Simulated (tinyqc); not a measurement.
Out-diffusion of a doped substrate or buried layer into a growing epitaxial film: one step, computed by the program tinyqc.

x is counted from the original substrate surface into the film, whose surface moves as x = v t. Substrate dopant has one diffusivity; the dopant of the film is taken as uniform.

Task: Transition width. After growth and the later budget: l2 = 2 sqrt(D t + (Dt)2); C(x) = (C_s/2) erfc(x/l2) + share x C_s exp(-x/decay length) for x > 0 (autodoping taken as unchanged by the later budget). The transition x_t solves C(x) = C_e, the metallurgical junction. Usable film = d - x_t. Also give x_t for the erfc term alone, after growth and after the later budget.

Inputs (values chosen for the exercise, modelled on phosphorus in silicon):

| quantity | value | unit |
|---|---|---|
| substrate concentration C_s | 1.1e+18 | 1/cm^3 |
| film doping C_e | 1.1e+16 | 1/cm^3 |
| film thickness d | 3.1 | um |
| growth temperature T | 1000 | C |
| autodoping level at the start, as a share of C_s | 0.003 | - |
| decay length of autodoping | 0.64 | um |
| later thermal budget (Dt)2 | 1.3e-10 | cm^2 |

Film doping: opposite type.

length l = 0.02025672 um

Give: length l2; x_t after growth, erfc alone; x_t after the later budget, erfc alone; x_t with autodoping; usable film.

Result:

length l2 = 0.2289 um

x_t after growth, erfc alone = 0.03332 um

x_t after the later budget, erfc alone = 0.3766 um

x_t with autodoping = 0.3873 um

usable film = 2.713 um

Solid-state diffusion sets the transition. The later budget is 130 times that of the growth.
